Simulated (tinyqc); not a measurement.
Comparisons within one model: six-band Luttinger-Kohn model with strain. A value that a table varies takes the place of the one given here.

Six-band Luttinger-Kohn model in the basis |3/2,3/2>, |3/2,1/2>, |3/2,-1/2>, |3/2,-3/2>, |1/2,1/2>, |1/2,-1/2>, electron energies, zero at the top of the unstrained valence band. H = -[rows: (P+Q, -S, R, 0, -S/r2, r2 R); (-S*, P-Q, 0, R, -r2 Q, r32 S); (R*, 0, P-Q, S, r32 S*, r2 Q); (0, R*, S*, P+Q, -r2 R*, -S*/r2); (-S*/r2, -r2 Q, r32 S, -r2 R, P+Dso, 0); (r2 R*, r32 S*, r2 Q, -S/r2, 0, P+Dso)], r2 = sqrt(2), r32 = sqrt(3/2). Levels are twofold.

P = c g1 k^2 - av tr(e); Q = c g2 (kx^2 + ky^2 - 2 kz^2) - (b/2)(exx + eyy - 2 ezz); R = c sqrt3 [-g2 (kx^2 - ky^2) + 2i g3 kx ky] + (sqrt3/2) b (exx - eyy) - i d exy; S = 2 c sqrt3 g3 (kx - i ky) kz - d (exz - i eyz); c = hbar^2/2m0, e the strain tensor (not engineering shear).

s11 = (C11 + C12)/((C11 - C12)(C11 + 2 C12)), s12 = -C12/((C11 - C12)(C11 + 2 C12)), s44 = 1/C44; exx = s11 sxx + s12 (syy + szz) and cyclic, exy = s44 sxy/2; tension is positive. A uniaxial stress X along the unit vector n is s_ij = X n_i n_j.

Constants: hbar^2/2m0 = 3.80998211 eV angstrom^2.

Values chosen for the exercise (near those of InSb; the results hold for these values, not for the real material):
```
symbol  value           unit  meaning
Dso     0.816           eV    spin-orbit splitting
g1      34.83                 Luttinger gamma1
g2      15.47                 gamma2
g3      16.5                  gamma3
av      0.36            eV    valence hydrostatic potential
b       -1.99           eV    tetragonal shear potential
d       -4.67           eV    trigonal shear potential
C11     68.4            GPa
C12     37.2            GPa
C44     31.1            GPa
load    uniaxial [111]        kind of stress
X1      1.1             GPa   size of the stress
E_h     15              meV   hole energy below the top
X       -1.48           GPa   stress
```

## Sweep of a uniaxial [111] stress

Edges at k = 0 and curvature masses of the top pair along [110] and [001] (step 0.0002 1/angstrom); at zero stress the top is fourfold and has no single curvature.

Edges and masses:
```
X (GPa)  top (eV)  second (eV)  third (eV)  splitting (meV)  m [110]  m [001]
-3.00      0.1570      -0.1376     -0.8581            294.6    0.017    0.029
-2.00      0.0980      -0.0917     -0.8374            189.7    0.017    0.029
-1.00      0.0452      -0.0459     -0.8229             91.0    0.018    0.029
0.00       0.0000       0.0000     -0.8160              0.0        -        -
1.00       0.0459      -0.0360     -0.8183             81.9    0.055    0.029
2.00       0.0917      -0.0616     -0.8310            153.3    0.055    0.029
3.00       0.1376      -0.0763     -0.8546            213.9    0.055    0.029
```

The splitting reaches 294.6 meV under compression and 213.9 meV under the same tension; linear shear terms alone would make the two equal, and the difference comes from the coupling to the split-off band. At the ends of the sweep the top pair has a mass along [110] of 0.017 under compression and 0.055 under tension, so compression gives the lighter holes along [110]; along [001] it has 0.029 and 0.029. The top edge itself moves by +157 and +138 meV. The ends of the sweep mean strains up to 3.9 %, beyond the range of linear deformation potentials.

## Which stress helps holes along [110]

Each load has size X1 (biaxial: sxx = syy); masses are curvatures of the top pair at k = 0.

Results:
```
load                         splitting (meV)  top edge (meV)  m [110]  m [001]
uniaxial [110], compression            114.1            57.7    0.013    0.080
uniaxial [110], tension                101.8            57.5    0.321    0.017
uniaxial [100], compression            151.3            78.4    0.022    0.068
uniaxial [100], tension                127.3            72.9    0.037    0.020
uniaxial [111], compression            100.6            50.1    0.018    0.029
uniaxial [111], tension                 89.5            50.5    0.055    0.029
biaxial (001), compression             127.3            64.6    0.020    0.257
biaxial (001), tension                 151.3            86.7    0.068    0.013
```

The lightest mass along [110] (0.013) comes with uniaxial [110], compression. The largest splitting (151.3 meV) comes with uniaxial [100], compression; biaxial (001), tension. The heaviest mass along [001] (0.257), which lowers the confinement energy in a (001) channel, comes with biaxial (001), compression. The splitting per GPa follows b (s11 - s12) for loads along cube axes and d s44 for [111]: here 2 |b| (s11 - s12) = 127.6 and |d| s44/sqrt3 = 86.7 meV per GPa in the limit of large Dso; where the splitting nears Dso, mixing with the split-off band makes it depend on the sign of the load.

## Warping of the constant-energy contours (six-band Luttinger-Kohn model)

No strain (e = 0). In the plane kz = 0, |k| where the top and second pairs lie E_h below the top, against the angle from [100]; m = c k^2/E_h.

Contours:
```
angle (degrees)  k top (1/angstrom)  k second (1/angstrom)  m top (m0)  m second (m0)
0                            0.0318                 0.0078       0.257          0.015
9                            0.0325                 0.0078       0.268          0.015
18                           0.0343                 0.0077       0.299          0.015
27                           0.0372                 0.0077       0.351          0.015
36                           0.0400                 0.0077       0.407          0.015
45                           0.0413                 0.0077       0.434          0.015
```

The heavy contour reaches 1.299 times as far along [110] as along [100], the light one 0.989 times. The warping follows g3 - g2 = 1.03 and would vanish for g2 = g3. Along [100] the heavy mass is 1/(g1 - 2 g2) = 0.257 at any energy, while the light one is 0.0153, against 1/(g1 + 2 g2) = 0.0152 at the edge, for E_h/Dso = 0.02.

## What each parameter does

Edges at k = 0 under a uniaxial [111] stress X and the curvature mass of the top pair along [110] (step 0.0002 1/angstrom). Each row changes one parameter from the base and keeps the others.

Results:
```
case             top (eV)  second (eV)  third (eV)  mass (m0)
base               0.0697      -0.0679     -0.8290      0.018
d = -3.736 eV      0.0536      -0.0551     -0.8258      0.018
av = 0.432 eV      0.0689      -0.0686     -0.8297      0.018
C12 = 44.64 GPa    0.0700      -0.0675     -0.8286      0.018
C44 = 24.88 GPa    0.0906      -0.0839     -0.8339      0.018
C11 = 82.08 GPa    0.0700      -0.0676     -0.8287      0.018
g3 = 19.8          0.0697      -0.0679     -0.8290      0.017
Dso = 0.979 eV     0.0683      -0.0679     -0.9906      0.018
```

The largest shifts from the base row, up to three for each result and ties (the steps differ in size, so this ranks the rows, not the parameters). top (eV): C44 +0.0209, d -0.0161, Dso -0.0014; unchanged at the printed digits by g3. second (eV): C44 -0.0160, d +0.0128, av -0.0007; unchanged at the printed digits by g3 and Dso. third (eV): Dso -0.1616, C44 -0.0049, d +0.0032; unchanged at the printed digits by g3. mass (m0): g3 -0.001; unchanged at the printed digits by d, av, C12, C44, C11 and Dso. The Luttinger parameters multiply k^2 and cannot move the edges; av shifts all edges alike and leaves the mass.

tinyqc: `OMP_NUM_THREADS=1 python tinyqc.py 1051140 1051141 out.jsonl`; about 0.06 s, one thread, shared Intel(R) Xeon(R) Processor @ 2.30GHz.
